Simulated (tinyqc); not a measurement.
Lattice vibrations of a chain, step by step. One step of it, computed by the program tinyqc.

Task: Dynamical matrix at q = 0.16. q is in units of 2 pi/a. A spring k from atom i to atom j, n cells on, adds k to Phi_ii and Phi_jj, -k exp(2 pi i q n) to Phi_ij and the conjugate to Phi_ji (for one atom a cell: 2k (1 - cos 2 pi q n)); D_ij = Phi_ij / sqrt(m_i m_j).

A chain moving along its axis:
```
atom   mass (u)  spring to the next atom (eV/angstrom^2)
1     76.800000                                27.200000
2     60.800000                                15.100000
```

Give: D(q).

Result:

D(q) (eV/(angstrom^2 u)):
$$\begin{pmatrix}
0.551 & -0.516+0.187i \\
-0.516-0.187i & 0.696
\end{pmatrix}$$
